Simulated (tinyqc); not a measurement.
# Thermal resistances of a two-die stack

Question. Heat leaves through the lower die only, and the system is linear. Find the resistance R1 from the lower die to the coolant, R2 between the dies, and the rise of the upper die when both are powered.

Values chosen for this exercise:
```
symbol  value  unit                 meaning
P1         25     W  power of the lower die
P2        3.4     W  power of the upper die
```

rises of the lower and upper die with only the lower one powered (K): [11.75, 11.75]
rises of the lower and upper die with only the upper one powered (K): [1.598, 2.346]

Answer. With only the lower die powered no heat crosses R2, so both dies rise by P1 R1; the difference in the second test is P2 R2; rises add.

R1 = 0.4700 K/W
R2 = 0.2200 K/W
rise of the upper die = 14.10 K

Computed by the program tinyqc: `OMP_NUM_THREADS=1 python tinyqc.py 2162046 2162047 out.jsonl`, one thread of a shared Intel Xeon 2.30GHz, about 0.02 s for the whole run.
